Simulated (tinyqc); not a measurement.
Margin needed against array size.

Cells fail independently with probability Q(k) = erfc(k/sqrt(2))/2 when the margin is k standard deviations, and Y = exp(-Nb Q(k)). phi = exp(-k^2/2)/sqrt(2 pi).  k solves Y = exp(-Nb Q(k)); the estimate is sqrt(2 ln(Nb/(-ln Y))).

Parameters, values chosen for the exercise:
- Y = 0.999 (wanted yield)

Result of one run:
```
allowed Q	k	estimate
6.107e-8	5.290	5.764
```

Which number of cells Nb gave this result: 16384, 262144, 4194304, 67108864 or 1073741824?

Nb = 16384.

The whole series:
```
Nb	allowed Q	k	estimate
1024	9.771e-7	4.758	5.261
16384	6.107e-8	5.290	5.764
262144	3.817e-9	5.776	6.226
4194304	2.385e-10	6.226	6.657
67108864	1.491e-11	6.647	7.061
1073741824	9.318e-13	7.044	7.443
17179869184	5.824e-14	7.421	7.807
```

A 1.68e7-fold larger array raises k only from 4.76 to 7.42; the last factor of 16 costs 0.38 standard deviations. The estimate, which drops the factor 1/(k sqrt(2 pi)) of the tail, is 11 % above k in the first row and 5.2 % above it in the last.

Program tinyqc, `OMP_NUM_THREADS=1 python tinyqc.py 2090163 2090164 out.jsonl`; Intel Xeon 2.30GHz, shared host, one thread, about 0.01 s.
